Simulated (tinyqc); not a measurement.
Thermal boundary conductance by the acoustic and diffuse mismatch models: one step, computed by the program tinyqc.

Each side has one longitudinal and two transverse Debye branches, omega = v q up to q_D = (6 pi^2 n)^(1/3), with n counting all atoms. Scattering at the interface is elastic. Electrons are left out of G, also for metals. Melting is ignored. G refers to the temperatures of the phonons sent towards the interface. Linear branches over all atoms overstate G at high T, most for crystals with several atoms a cell.

Question. Cut-off frequencies and impedances. omega_c = v q_D for each branch, given as hbar omega_c/k_B; impedance Z = rho v.

Inputs (values chosen for the exercise, modelled on tungsten (side 1) and sapphire (side 2)):
```
quantity                    value    unit
density rho_1                19.4  g/cm^3
longitudinal velocity vL_1   5160     m/s
transverse velocity vT_1     2940     m/s
atom density n_1             61.6  1/nm^3
density rho_2                3.93  g/cm^3
longitudinal velocity vL_2  10600     m/s
transverse velocity vT_2     6480     m/s
atom density n_2              114  1/nm^3
```

Structure: film on a substrate.

Constants: hbar = 1.054571817e-34 J s; k_B = 1.380649e-23 J/K.

Give: Branches.

Answer.

Branches:
```
branch     v (m/s)  cut-off (K)  Z (1e6 kg/(m^2 s))
L, side 1     5160          607            100.1040
T, side 1     2940          346             57.0360
L, side 2    10600         1530             41.6580
T, side 2     6480          935             25.4664
```
